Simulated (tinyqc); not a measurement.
Inside a calculation. Model: p-type polysilicon, carrier trapping at grain boundaries.

tinyqc, about 0.01 s, one thread, Intel Xeon 2.30GHz (shared host): `OMP_NUM_THREADS=1 python tinyqc.py 2830246 2830247 out.jsonl` Printed values are rounded.

One-dimensional grains of size Lg, uniform ionised doping N, monovalent traps Qt at each boundary at a depth Et below (for electrons) or above (for holes) the band edge there, abrupt depletion of width W on each side of a boundary, Boltzmann statistics. xi is the distance from the band edge at the grain centre to the Fermi level. Trapped charge Qt/(1 + exp((xi + VB - Et)/Vt)) = 2 N W, barrier VB = q N W^2/(2 eps0 eps_r).

Values chosen for this exercise; values of the order met in polycrystalline silicon:
- T = 250 K (temperature)
- eps_r = 11.7 (relative permittivity)
- NB = 2.02e19 cm^-3 (valence-band density of states at T)
- Lg = 55 nm (grain size)
- Qt = 3e12 cm^-2 (trap density of a grain boundary)
- Et = 0.33 eV (depth of the trap level from the majority band edge at the boundary)
- ms = 0.56 m0 (mass for thermionic emission)
- fe = 0.5 (correction factor of the emission rate)
- mug = 240 cm^2/(V s) (mobility inside the grains)
- N = 3.4e18 cm^-3 (doping)

Constants: q = 1.602176634e-19 C, kB = 1.380649e-23 J/K, m0 = 9.1093837015e-31 kg, Vt = kB T/q, eps0 = 8.8541878128e-14 F/cm where lengths are in cm. Results are converted to the units shown.

## Starting value

W = 4.4 nm.

W at the start = 4.4 nm

## Iteration 1: new W

Partly depleted grain, xi = Vt ln(NB/N): f = 1/(1 + exp((xi + VB - Et)/Vt)), g = Qt f - 2 N W, g' = -2 Qt f (1 - f) VB/(W Vt) - 2 N, W(new) = W - g/g'.

VB = 0.0509014 V
f = 0.999986
g = 7.95787e9 cm^-2
g' = -6.80045e11 cm^-2/nm
W after iteration 1 = 4.41170 nm

## Iteration 2: new W

As before.

VB = 0.0511725 V
f = 0.999986
g = -4054.10 cm^-2
g' = -6.80046e11 cm^-2/nm
W after iteration 2 = 4.41170 nm

## Course of the iteration

Stop when the step is below 1e-10 nm, or after 40 iterations.

Course of the iteration:
```
iteration  W before the step (nm)  step (nm)
1                             4.4     0.0117
2                         4.41170   -5.96e-9
3                         4.41170          0
```

Converged in 3 iterations.

## Depletion width, Fermi level and barrier

If the trap equation with xi = Vt ln(NB/N) has a root W < Lg/2, the grain is partly depleted; otherwise W = Lg/2 and the trap equation gives xi = Et - VB + Vt ln(Qt/(N Lg) - 1). N* = Qt/Lg.

N* = 5.45455e17 cm^-3
W = 4.41170 nm
xi = 0.0383882 V
VB = 0.0511725 V
share of traps filled = 0.999986

N is 6.23 N*, and the grain is partly depleted; VB = 2.38 Vt.

## Resistivity and effective mobility

n0 = NB exp(-xi/Vt); mean density n0 (1 - 2 W/Lg) by charge balance in a partly depleted grain, and n0 (sqrt(pi)/2) erf(u)/u with u = sqrt(VB/Vt) in a fully depleted one; v = sqrt(kB T/(2 pi ms m0)); barrier resistivity Vt exp(VB/Vt)/(q fe n0 v Lg); grain resistivity (1 - 2 W/Lg)/(q n0 mug); effective mobility 1/(q mean density total resistivity).

n0 = 3.4e18 cm^-3
mean density = 2.85455e18 cm^-3
v = 3.28158e6 cm/s
barrier resistivity = 0.0471304 ohm cm
grain resistivity = 6.42183e-3 ohm cm
resistivity = 0.0535522 ohm cm
effective mobility = 40.8295 cm^2/(V s)

The resistivity is 7.00 times that of a single crystal with the same N and mobility mug, and the mean density is 84.0 % of N.
